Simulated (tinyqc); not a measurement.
# Contact resistivity and sheet resistance from two contact lengths

Question. Rc = [sqrt(rc Rsh)/Wc] coth(Lc/(2 LT)), LT = sqrt(rc/Rsh), Wc = 22 nm; the second contact is twice as long as the first. Find LT, rc and Rsh.

Rc for Lc = 44 and 88 nm (ohm): 176.988290  149.197605

Solution. With t = tanh(Lc/(2 LT)) for the shorter contact, the resistance of the longer over that of the shorter is (1 + t^2)/2. Then sqrt(rc Rsh) = Rc t Wc, and rc and Rsh follow by multiplying and dividing by LT.

LT = 18.6 nm
rc = 6.00e-10 ohm cm^2
Rsh = 173 ohm

tinyqc, about 0.07 s, one thread, Intel Xeon 2.30GHz (shared host): `OMP_NUM_THREADS=1 python tinyqc.py 2170013 2170014 out.jsonl`
